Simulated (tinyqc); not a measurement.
Inside a calculation: shallow acceptor in the spherical four-band model. Values are carried at full precision from step to step, so a last printed digit may differ when a step is redone from the rounded ones.

Units Ry* = Ry/(g1 eps^2) and a* = a0 eps g1; mu = (6 g3 + 4 g2)/(5 g1) is the spherical heavy-light coupling and delta = (g3 - g2)/g1 the cubic term, which is left out.

Constants: Ry = 13.60569312 eV; a0 (Bohr radius) = 0.5291772105 angstrom.

Parameters, chosen for this exercise (near those of a shallow acceptor in Si, where the small spin-orbit splitting and strong warping make this model rough; shifted at random, so the results belong to these values and not to a real crystal):
```
symbol  value                unit    meaning
g1      4.3                          Luttinger gamma1
g2      0.33                         gamma2
g3      1.47                         gamma3
eps     12.4                         dielectric constant
al      (0.176, 1.06, 6.34)  1/a*^2  exponents a_i, the same for f and g
Dso     0.041                eV      spin-orbit splitting
```

## Units and couplings

Give Ry*, a*, mu, delta and the spherical masses 1/(g1 (1 -/+ mu)).

Ry* = 20.578 meV
a* = 28.22 angstrom
mu = 0.4716
delta = 0.2651

heavy and light mass (m0): 0.4401  0.1580

A hydrogen model with the heavy mass would bind by Ry*/(1 - mu) = 38.9 meV and with the light mass by 14.0 meV. delta/mu = 0.56: the cubic term is not small, so the spherical result is a first estimate.

## Matrices in a small basis

The ground state 1S3/2 has an L = 0 part f(r) and an L = 2 part g(r). In units of Ry* and a*, with Gaussians f_i = exp(-a_i r^2), g_i = r^2 exp(-a_i r^2), A = a_i + a_j and I(n) = Gamma((n + 1)/2)/(2 A^((n + 1)/2)): S_ff = I(2), S_gg = I(6), H_ff = (6 a_i a_j/A) I(2) - 2 I(1), H_gg = (14 a_i a_j/A) I(6) - 2 I(5), H_fg = -mu [15 I(2) - 20 a_j I(4) + 4 a_j^2 I(6)]; each function is then normalised. The split-off band is left out.

Form S and H.

S, lower triangle:
```
        f1      f2      f3      g1      g2      g3
f1  1.0000
f2  0.5843  1.0000
f3  0.1846  0.5865  1.0000
g1       0       0       0  1.0000
g2       0       0       0  0.2854  1.0000
g3       0       0       0  0.0194  0.2879  1.0000
```

H (Ry*), lower triangle:
```
         f1       f2        f3       g1      g2       g3
f1  -0.8109
f2  -0.9368  -0.1059
f3  -0.8738  -0.4047   10.9839
g1  -0.3215  -0.5526   -0.2248   0.5179
g2  -0.0918  -1.9362   -3.3340   0.2212  5.6675
g3  -0.0062  -0.5574  -11.5807  -0.0131  2.7178  40.0941
```

## Ground state in the small basis

Solve H u = E S u for the lowest level of the acceptor; the first half of the basis is L = 0 and the second L = 2. Give E, E without the f-g block, and the L = 2 weight u_g S_gg u_g with u S u = 1.

E = -1.226 Ry*
E without coupling = -0.989 Ry*
L = 2 weight = 0.088

Without the coupling the exact value is -1, which this basis, tuned to the compact coupled state, misses by 0.011. The coupling to L = 2 takes the level to 1.23 times that exact value.

## Converged result

Converged values use 22 exponents 2.2^i, i = -7 to 14, for f and for g.
Ground and next level of the same symmetry, L = 2 weight and mean radius.

1S3/2 and 2S3/2 (Ry*): -1.256  -0.343

binding energies (meV): 25.9  7.1

L = 2 weight = 0.097
<r> = 34.8 angstrom

The small basis reaches 98 % of the binding. The ratio 1S/2S is 3.66 (4 for hydrogen). The binding is 0.63 of Dso, so the split-off band, left out here, would deepen it noticeably.

## Checks

- Level at mu = 0 against -1 Ry*: both -1.0000.
- Ground level from a second, denser basis, Ry*: both -1.256.

(tinyqc, `OMP_NUM_THREADS=1 python tinyqc.py 1251858 1251859 out.jsonl`, Intel(R) Xeon(R) Processor @ 2.30GHz, 1 thread, shared host, about 0.04 s.)
